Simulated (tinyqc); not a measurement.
What each parameter does: optical transitions of a finite quantum well.

Each carrier sees a square well of width L with its own depth V and masses m (inside), mb (outside); c = hbar^2/2m0, k = sqrt(m E/c), kappa = sqrt(mb (V - E)/c), and level n solves k L + 2 atan[(k/m)/(kappa/mb)] = n pi. The envelope is cos(kz) for odd n and sin(kz) for even n inside, joins exp(-kappa (|z| - L/2)) outside, and is normalised to 1. Excitons and band mixing are left out.

Constants: hbar^2/2m0 = 3.80998211 eV angstrom^2; hc = 1239.841984 eV nm.

Parameters, chosen for this exercise (near those of a GaAs well in AlGaAs; not measured data):
- L = 170 angstrom (well width)
- Eg = 1.503 eV (gap of the well)
- Vc = 0.154 eV (conduction offset)
- Vv = 0.081 eV (valence offset)
- me = 0.0687 m0 (electron, well)
- meb = 0.0828 m0 (electron, barrier)
- mh = 0.335 m0 (heavy hole along z, well)
- mhb = 0.395 m0 (heavy hole, barrier)
- ml = 0.0885 m0 (light hole along z, well)
- mlb = 0.1137 m0 (light hole, barrier)

Edge wavelength hc/(Eg + e1 + hh1), squared overlap of e1 and hh1, and the confinement energies.

One parameter was then changed.

Results before and after:
```
case     edge (nm)  overlap^2  e1 (meV)  hh1 (meV)
base         816.7     0.9934      12.2        2.9
changed      816.9     0.9922      11.8        2.9
```

Which of these changes was made? (a) Eg = 1.533 eV; (b) meb = 0.0994 m0; (c) Vv = 0.065 eV; (d) L = 153 angstrom; (e) Vc = 0.177 eV; (f) mh = 0.385 m0; (g) me = 0.0756 m0.

Answer: (b) meb = 0.0994 m0. Of the candidates, run in turn, only this one gives the changed row.

All candidates:
```
case              edge (nm)  overlap^2  e1 (meV)  hh1 (meV)
base                  816.7     0.9934      12.2        2.9
L = 153 angstrom      815.2     0.9922      14.4        3.5
Eg = 1.533 eV         800.9     0.9934      12.2        2.9
Vc = 0.177 eV         816.5     0.9955      12.5        2.9
Vv = 0.065 eV         816.8     0.9957      12.2        2.8
me = 0.0756 m0        817.1     0.9954      11.5        2.9
mh = 0.385 m0         816.9     0.9911      12.2        2.6
meb = 0.0994 m0       816.9     0.9922      11.8        2.9
```

Program tinyqc; command `OMP_NUM_THREADS=1 python tinyqc.py 1281515 1281516 out.jsonl`; about 0.07 s on one thread of a shared Intel(R) Xeon(R) Processor @ 2.30GHz.
